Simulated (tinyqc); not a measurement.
Length offset and series resistance from crossing lines.

Question. R_total = Rs + k (L - dL)/Vo with constant Rs, dL and k. Find k, dL and Rs.

R_total at (L, Vo) = (45, 0.43), (135, 0.43), (45, 0.75) and (135, 0.75), L in nm and Vo in V (ohm um): [185.44186, 457.53488, 144.29333, 300.29333]

Answer. At each overdrive R is a straight line in L with slope k/Vo; the two lines cross at L = dL, R = Rs.

k = 1.30 ohm um V/nm
dL = 13.1 nm
Rs = 89.0 ohm um

tinyqc, about 0.03 s, one thread, Intel Xeon 2.30GHz (shared host): `OMP_NUM_THREADS=1 python tinyqc.py 2282091 2282092 out.jsonl`
